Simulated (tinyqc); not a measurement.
Lossy on-chip transmission line with skin effect: two steps of the calculation.

A uniform line in a homogeneous dielectric: c = sqrt(er)/(c0 Z0), l = Z0 sqrt(er)/c0 (c0 = 299792458 m/s), g = w c td, w = 2 pi f. The resistance joins its limits as r = sqrt(r_dc^2 + r_hf^2), with r_dc = rho/(wd th), r_hf = kr rho/(2 delta (wd + th)), delta = sqrt(rho/(pi f mu0)), mu0 = 4 pi 1e-7 H/m; this is an interpolation, and internal inductance, up to 0.05 nH/mm at low frequency, is neglected.

Inputs (values chosen for the exercise):
```
symbol,value,unit,meaning
wd,2.2,um,width of the strip
th,0.77,um,thickness of the strip
rho,2,uohm cm,resistivity
er,3.5,,relative permittivity
td,0.01,,loss tangent
Z0,40,ohm,lossless impedance sqrt(l/c)
kr,1.5,,factor for crowding and the return path
Rg,25,ohm,source resistance
RL,1000,ohm,load resistance
CL,100,fF,load capacitance
f,1.1,GHz,frequency
```

Task 1. Line constants. delta, r_dc, r_hf, r, l, c and g as defined.

Find: delta; r_dc; r_hf; r; l; c; g.

Result 1.

delta = 2.1460 um
r_dc = 11.806 ohm/mm
r_hf = 2.3534 ohm/mm
r = 12.039 ohm/mm
l = 0.24962 nH/mm
c = 156.01 pF/m
g = 0.010783 S/m

r is 1.02 times r_dc; the skin depth is 2.79 of the thickness.

Task 2. Reflection, input impedance and transfer. ZL = 1/(1/RL + i w CL); reflection (ZL - Zc)/(ZL + Zc); Zin = Zc (ZL + Zc tanh(gamma len))/(Zc + ZL tanh(gamma len)); H = V_load/V_source = [Zin/(Zin + Rg)]/[cosh(gamma len) + (Zc/ZL) sinh(gamma len)].

gamma len = 0.23387739+0.26707339i
Zc = 80.590934-69.162285i ohm

Give: ZL; reflection at the load; Zin; H; |H|.

Result 2.

ZL = 676.73-467.72i ohm
reflection at the load = 0.77218+0.02114i
Zin = 75.35-234.07i ohm
H = 0.92298-0.17288i
|H| = -0.54639 dB

Numbers from tinyqc (`OMP_NUM_THREADS=1 python tinyqc.py 2810211 2810212 out.jsonl`; about 0.01 s on one thread of a shared Intel Xeon 2.30GHz).
